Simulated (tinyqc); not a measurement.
Comparisons within one model: phonon-assisted absorption at an indirect gap. A value that a table varies takes the place of the one given here.

alpha(E) = sum_j A_j [N_j (E - Eg + w_j)^2 + (N_j + 1)(E - Eg - w_j)^2], each bracket counted only where its base is positive; N_j = 1/(exp(w_j/kB T) - 1). The first term absorbs a phonon and the second emits one; excitons and direct transitions are left out.

Photodiode (Gaertner form with a dead layer): QE = (1 - R) exp(-alpha xj) [1 - exp(-alpha W)/(1 + alpha L)], R = ((nr - 1)/(nr + 1))^2; responsivity = QE/E in A/W for E in eV.

Constants: kB = 8.617333262e-05 eV/K.

Parameters, chosen for this exercise (loosely those of GaP at room temperature; Eg is not tied to T; the results hold for these values, not for the real material):

| symbol | value | unit | meaning |
|---|---|---|---|
| Eg | 2.241 | eV | indirect gap, held fixed unless listed |
| w | (46.1, 13.6) | meV | two zone-edge phonons |
| A | (4200, 720) | 1/(cm eV^2) | their strengths |
| T | 300 | K |  |
| nr | 3.39 |  | refractive index |
| xj | 0.47 | micrometre | dead layer at the surface |
| W | 4.7 | micrometre | depleted width |
| L | 16 | micrometre | minority diffusion length below it |
| E | 2.558 | eV | photon energy |

## The square root of alpha at three temperatures

The gap is held fixed, so only the phonon occupations change.

sqrt(alpha) (1/cm^(1/2)):

| E - Eg (eV) | 4 K | 77 K | 600 K |
|---|---|---|---|
| -0.04 | 0.000 | 0.012 | 0.330 |
| -0.02 | 0.000 | 0.052 | 1.410 |
| 0.00 | 0.000 | 0.168 | 2.578 |
| 0.02 | 0.172 | 0.414 | 3.947 |
| 0.04 | 0.708 | 0.955 | 5.539 |
| 0.07 | 2.165 | 2.414 | 8.369 |
| 0.10 | 4.192 | 4.455 | 11.709 |
| 0.15 | 7.664 | 7.985 | 17.637 |
| 0.20 | 11.158 | 11.549 | 23.722 |
| 0.30 | 18.161 | 18.702 | 36.044 |
| 0.45 | 28.676 | 29.446 | 54.651 |
| 0.60 | 39.194 | 40.197 | 73.306 |

What can be read from the table?

Below the gap only phonon absorption acts: at E - Eg = -0.02 eV sqrt(alpha) is 0.000, 0.052 and 1.410 at 4, 77 and 600 K. A straight line through the last two rows meets the axis at E - Eg = +0.0411, +0.0391 and +0.0106 eV: the intercept is roughly a weighted mean of the thresholds, not the gap, and it moves from the emission side towards Eg as the occupations grow. At the last row alpha grows by a factor 3.50 from the lowest to the highest temperature at fixed gap.

## Spectral response

Response:

| E (eV) | wavelength (nm) | alpha (1/cm) | 1/alpha (micrometre) | dead layer | collected | QE | A/W |
|---|---|---|---|---|---|---|---|
| 2.26 | 549 | 4.75 | 2.10e+03 | 1.000 | 0.010 | 0.007 | 0.003 |
| 2.30 | 539 | 19.3 | 517 | 0.999 | 0.039 | 0.027 | 0.012 |
| 2.36 | 525 | 87.8 | 114 | 0.996 | 0.159 | 0.111 | 0.047 |
| 2.44 | 508 | 277 | 36.2 | 0.987 | 0.391 | 0.272 | 0.111 |
| 2.54 | 488 | 669 | 14.9 | 0.969 | 0.647 | 0.441 | 0.174 |
| 2.69 | 461 | 1.58e+03 | 6.31 | 0.928 | 0.866 | 0.565 | 0.210 |
| 2.89 | 429 | 3.41e+03 | 2.93 | 0.852 | 0.969 | 0.581 | 0.201 |
| 3.14 | 395 | 6.68e+03 | 1.50 | 0.731 | 0.996 | 0.512 | 0.163 |
| 3.44 | 360 | 1.20e+04 | 0.831 | 0.568 | 1.000 | 0.400 | 0.116 |
| 3.84 | 323 | 2.16e+04 | 0.463 | 0.362 | 1.000 | 0.255 | 0.066 |

What can be read from the table?

QE is highest, 0.581, at 2.89 eV of those listed and the responsivity at 2.69 eV; reflection alone caps QE at 0.704. Near the gap weak absorption limits it (collected share 0.010); at the top the dead layer passes 0.362. Far above the gap the quadratic law and a constant index are only rough; in the real crystal direct transitions take over near 2.8 eV, so the rows above that understate alpha.

## What moves the response

At the energy E. Each row changes one parameter from the base and keeps the others.

Results:

| case | alpha (1/cm) | QE |
|---|---|---|
| base | 758.1 | 0.4641 |
| Eg = 2.221 eV | 863.7 | 0.4866 |
| T = 350 K | 867.6 | 0.4874 |
| W = 9.4 micrometre | 758.1 | 0.5285 |
| L = 8 micrometre | 758.1 | 0.3830 |
| xj = 0.94 micrometre | 758.1 | 0.4479 |
| nr = 3.56 | 758.1 | 0.4517 |

What can be read from the table?

The largest shifts from the base row, up to three for each result and ties (the steps differ in size, so this ranks the rows, not the parameters). alpha (1/cm): T +110, Eg +106; unchanged at the printed digits by W, L, xj and nr. QE: L -0.0811, W +0.0644, T +0.0232.

tinyqc: `OMP_NUM_THREADS=1 python tinyqc.py 1652165 1652166 out.jsonl`; about 0.01 s, one thread, shared Intel(R) Xeon(R) Processor @ 2.30GHz.
